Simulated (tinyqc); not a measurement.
# From mobility back to temperature T

Model: Froehlich polaron in a polar crystal. Computed by tinyqc, a small Python program. Command: `OMP_NUM_THREADS=1 python tinyqc.py 3013097 3013098 out.jsonl frohlich inv`. One thread of a shared host (Intel(R) Xeon(R) Processor @ 2.30GHz), about 0.07 s of CPU time with the checks.

One electron in a parabolic band of mass m*, coupled to dispersionless LO phonons in the continuum model. Energies are in units of hbar omega unless marked, wave numbers in k_0 = sqrt(2 m* omega/hbar).

Inputs (values chosen for the exercise, for a model crystal): band mass m* = 0.321 m_0; LO phonon energy hbar omega = 57.3 meV; eps_inf = 3.45; static dielectric constant eps_s = 20.1.

Constants: hbar^2/(2 m_0) = 3.80998212 eV angstrom^2; e^2/(4 pi eps_0) = 14.39964548 eV angstrom; k_B = 8.617333262e-05 eV/K; hbar = 6.582119569e-16 eV s; e = 1.602176634e-19 C; m_0 = 9.1093837015e-31 kg.

Method. 1/eps* = 1/eps_inf - 1/eps_s; k_0 = sqrt(2 m* omega/hbar) = sqrt(m* hbar omega / (hbar^2/(2 m_0))) with m* in m_0; alpha = (e^2/(4 pi eps_0)) k_0/(2 eps* hbar omega); polaron length 1/k_0. Scattering by absorption of an LO phonon: 1/tau = 2 alpha omega n, n = 1/(exp(hbar omega/(k_B T)) - 1); mu = e tau/m*, the weak-coupling result for k_B T well below hbar omega.

Problem. A run gave the result below. Find the temperature T, known to lie between 120 and 300 K.

mobility = 343.2706 cm^2/(V s)

Solution.

Each step takes the trial c = (a f_b - b f_a)/(f_b - f_a), f being the result less the target and a, b, c the logarithms of the listed values; c replaces end b, the old b replaces a if the sign of f changed, and otherwise f_a is halved.

Scan of the range:
```
temperature T (K)  mobility (cm^2/(V s))
120                              3812.86
140                              1719.48
163                               872.38
190                               481.98
221                               289.19
258                               182.58
300                               122.73
```

False position (Illinois rule, in the logarithm of the input) inside the bracket:
```
step    end a    end b    trial  mobility (cm^2/(V s))
1     190.000  221.000  211.826                331.524
2     190.000  211.826  208.516                349.229
3     211.826  208.516  209.624                343.140
4     208.516  209.624  209.600                343.269
5     208.516  209.600  209.600                343.272
6     209.600  209.600  209.600                343.271
```

Mobility falls at every point of a 13-point scan of the range (every second point is shown), so one value fits; it is bracketed by 190 and 221. Answer: temperature T = 209.6 K.

Caution: this mobility formula holds for weak coupling and k_B T well below hbar omega, and it leaves out all other scattering.
